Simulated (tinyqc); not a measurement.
Ways to reach the isolated limit: finite-size error of a charged defect in a periodic cell: Madelung and Makov-Payne terms. Computed by tinyqc, a small Python program. Command: `OMP_NUM_THREADS=1 python tinyqc.py 3006680 3006681 out.jsonl imagecharge walk`. One thread of a shared host (Intel(R) Xeon(R) Processor @ 2.30GHz), about 0.01 s of CPU time with the checks.

L is the cube root of the cell volume. The defect charge is a Gaussian, rho(r) = q (2 pi sigma^2)^(-3/2) exp(-r^2/2 sigma^2), repeated periodically in a uniform neutralising background and screened by a continuum. The model cell energy is E(L) = E_0 + [periodic - isolated electrostatic energy].

Inputs (values chosen for the exercise, with screening close to that of GaAs):
```
quantity                                     value      unit
charge q                                         3         e
cell length L                                   12  angstrom
dielectric constant eps                       12.8         -
width sigma of the defect charge               2.1  angstrom
formation energy of the isolated defect E_0  1.836        eV
```

Supercell lattice: fcc. Screening: isotropic.

scatter added to the six cells, standing for numerical noise (meV): 2.1  1.7  0.79  -0.61  1.3  -0.62

Constants: e^2/(4 pi eps_0) = 14.39964548 eV angstrom.

Method:
- Cell vectors: (0,1,1), (1,0,1), (1,1,0), scaled to volume L^3.
- Ewald sum for a unit point charge: scale each Cartesian component of the cell by 1/sqrt(eps_i), giving R', G' and V'; E = [ (1/2) sum erfc(eta R')/R' + (2 pi/V') sum exp(-G'^2/4 eta^2)/G'^2 - eta/sqrt(pi) - pi/(2 V' eta^2) ] e^2/(4 pi eps_0) / sqrt(eps_x eps_y eps_z), over n_i = -6..6, omitting n = (0,0,0), eta = 2/V'^(1/3). alpha = -2 E eps_g L/(e^2/(4 pi eps_0)), eps_g = (eps_x eps_y eps_z)^(1/3).
- Periodic energy of the Gaussian: (2 pi q^2/V) sum_(G != 0) exp(-sigma^2 G^2)/(G.eps.G) x e^2/(4 pi eps_0), n_i = -k..k with k = max(9, L/sigma rounded up). Isolated energy: q^2/(2 sqrt(pi) sigma) <1/(n.eps.n)> e^2/(4 pi eps_0), the mean over directions n, here 1/eps.
- Cells of the same shape with L scaled by 0.7, 0.85, 1, 1.25, 1.5 and 2; the scatter is added to E(L).
- The point-charge correction scales as 1/L from its value at the input L.
- Least-squares fits of E(L) to a + b/L, a + c/L^3 or a + b/L + c/L^3; the estimate is a, and errors are against E_0.

Scaling data:
```
L (angstrom)  1/L (1/angstrom)  E(L) (eV)  E(L) + point-charge correction (eV)
8.4                   0.119048    0.56109                              2.30175
10.2                  0.098039    0.66796                              2.10145
12.0                  0.083333    0.78065                              1.99912
15.0                  0.066667    0.94374                              1.91851
18.0                  0.055556    1.07310                              1.88540
24.0                  0.041667    1.24644                              1.85567
```

point-charge correction -q^2 E = 1.21846 eV

nearest image = 13.4695 angstrom

Estimates of E_0:
```
way                              estimate (eV)  error (meV)
largest cell, uncorrected               1.2464      -589.56
largest cell, point-charge term         1.8557        19.67
1/L fit, three smallest                 1.2783      -557.74
1/L fit, all six                        1.5688      -267.19
1/L^3 fit, all six                      1.1194      -716.61
1/L and 1/L^3, three smallest           1.7750       -61.04
1/L and 1/L^3, all six                  1.8264        -9.56
corrected data, 1/L^3 fit               1.8377         1.69
```

coefficient b of the full fit = -14.393 eV angstrom

What does the comparison show, and why?

Best here: corrected data, 1/L^3 fit (+1.7 meV); worst: 1/L^3 fit, all six (-717 meV). The fitted b is 98.4 % of the Madelung value -q^2 alpha e^2/(8 pi eps_0 eps_g), so such a fit also measures the screening. A pure 1/L fit lands below E_0, because the positive 1/L^3 term flattens the small-cell points.

Extremes, crossings and ranges named in words are read from the listed rows.
